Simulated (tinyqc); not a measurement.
Heavy doping: band filling, gap narrowing, band tails and the effective intrinsic density. Inputs raised by 5 %, one at a time. Computed by tinyqc, a small Python program. Command: `OMP_NUM_THREADS=1 python tinyqc.py 3010596 3010597 out.jsonl gapnarrow sens`. One thread of a shared host (Intel(R) Xeon(R) Processor @ 2.30GHz), about 0.06 s of CPU time with the checks.

An n-type crystal above its Mott density, with all dopants ionised: n = N_D - N_A, ionised centres N_I = N_D + N_A. Valleys are taken as spherical with mass m_e.

Inputs (values chosen for the exercise, modelled on silicon):
```
quantity                      value   unit
gap E_g                        1.13     eV
electron mass m_e             0.327    m_0
valleys M_c                       6      -
hole mass m_h                 0.805    m_0
dielectric constant eps        11.5      -
donor density N_D           1.6e+20  cm^-3
compensation ratio N_A/N_D        0      -
temperature T                   300      K
```

Conduction band: parabolic.

Constants: a_0 = 0.529177210903 angstrom; Ry = 13.605693123 eV; k_B = 8.617333262e-05 eV/K; hbar^2/(2 m_0) = 3.80998212 eV angstrom^2; e = 1.602176634e-19 C; eps_0 = 8.8541878128e-12 F/m; e^2/(4 pi eps_0) = 14.39964548 eV angstrom.

Method:
- n = N_D (1 - ratio); Ry* = Ry m_e/eps^2, a* = a_0 eps/m_e; r_s = (3/(4 pi n))^(1/3)/a*; k_F = (3 pi^2 n/M_c)^(1/3); Mott density (0.26/a*)^3.
- n = M_c (1/(2 pi^2)) (m_e/(hbar^2/2m_0))^(3/2) int sqrt(E) f dE, f = 1/(1 + exp((E - E_F)/k_B T)); trapezoid rule in t = sqrt(E/k_B T), step 0.02 up to 12; E_F by bisection from the band edge.
- At T = 0, E_F = (hbar^2/2m_0) k_F^2/m_e; dn/dE_F uses f (1 - f)/k_B T in place of f.
- Screening: q^2 = (e/(eps eps_0)) dn/dE_F. Exchange lowers the conduction band by (1/pi) k_F e^2/(4 pi eps_0 eps) (T = 0 Hartree-Fock at k_F, taken as a rigid shift). Screening raises the valence band by (q/2) e^2/(4 pi eps_0 eps) (static Coulomb hole). The narrowing is the sum; electron correlation and carrier-ion shifts are left out. Root-mean-square potential of randomly placed ions: V_rms = (e^2/(4 pi eps_0 eps)) sqrt(2 pi N_I/q).
- n p/n_i^2 = exp(narrowing/k_B T) x (n/N) exp(-E_F/k_B T), N being the limit of n exp(-E_F/k_B T) far below the edge (taken at E_F = -12 k_B T); apparent narrowing = k_B T ln(n p/n_i^2).

Runs:
```
input moved                   from        to  gap narrowing (meV)  screening length 1/q (angstrom)  V_rms (meV)  apparent narrowing (meV)
base run                         -         -               154.54                           5.3193       91.566                    106.13
donor density N_D (cm^-3)  1.6e+20  1.68e+20               156.39                           5.2635       93.333                    105.72
electron mass m_e (m_0)      0.327   0.34335               156.97                           5.2116       90.633                    111.78
dielectric constant eps       11.5    12.075               144.48                           5.4507       88.276                     96.07
temperature T (K)              300       315               154.07                           5.3403       91.746                    106.62
hole mass m_h (m_0)          0.805   0.84525               154.54                           5.3193       91.566                    106.13
gap E_g (eV)                  1.13    1.1865               154.54                           5.3193       91.566                    106.13
```

Exponents ln(y'/y) / ln(x'/x):
```
input                    gap narrowing  screening length 1/q   V_rms  apparent narrowing
donor density N_D                0.244                -0.216   0.392              -0.079
electron mass m_e                0.320                -0.420  -0.210               1.063
dielectric constant eps         -1.380                 0.500  -0.750              -2.041
temperature T                   -0.061                 0.080   0.040               0.095
hole mass m_h                    0.000                 0.000   0.000               0.000
gap E_g                          0.000                 0.000   0.000               0.000
```

To which inputs is each result most sensitive?

Among the inputs moved here: gap narrowing answers most in size to dielectric constant eps (exponent -1.380), next to electron mass m_e (+0.320); its exponent is below 0.0005 for hole mass m_h, gap E_g. Screening length 1/q answers most in size to dielectric constant eps (exponent +0.500), next to electron mass m_e (-0.420); its exponent is below 0.0005 for hole mass m_h, gap E_g. V_rms answers most in size to dielectric constant eps (exponent -0.750), next to donor density N_D (+0.392); its exponent is below 0.0005 for hole mass m_h, gap E_g. Apparent narrowing answers most in size to dielectric constant eps (exponent -2.041), next to electron mass m_e (+1.063); its exponent is below 0.0005 for hole mass m_h, gap E_g.

Caution (all rows): the screening length is well below a*, where static Thomas-Fermi screening overstates the Coulomb hole. Caution (rows electron mass m_e): V_rms exceeds both E_F and k_B T, so band tails reshape the edge.
